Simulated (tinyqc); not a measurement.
Precursor delivery by bubblers, mass-transport growth and the solid composition of a III-V alloy: one step, computed by the program tinyqc.

1 sccm = 44.615 micromol/min; 1 torr = 133.322 Pa. The sources decompose fully at the surface.

Question. Bubblers. log10 p_v = a - b/T_bath; molar flow = F x 44.615 x p_v/(p_b - p_v) for a saturated bubbler.

Inputs (values chosen for the exercise, modelled on triethylgallium (source 1) and trimethylindium (source 2) for the vapour pressures): bath temperature T1 = 297 K; bath temperature T2 = 295 K; bubbler pressure p_b = 1400 torr; carrier flow F1 = 93 sccm; carrier flow F2 = 92 sccm.

constants a, b of source 1 (log10 torr, K): [8.092, 2162]

constants a, b of source 2 (log10 torr, K): [10.56, 3014]

Give: vapour pressure 1; molar flow 1; vapour pressure 2; molar flow 2.

Answer.

vapour pressure 1 = 6.494 torr

molar flow 1 = 19.34 micromol/min

vapour pressure 2 = 2.203 torr

molar flow 2 = 6.470 micromol/min

One kelvin of bath error changes flow 1 by 5.7 % and flow 2 by 8.0 %.
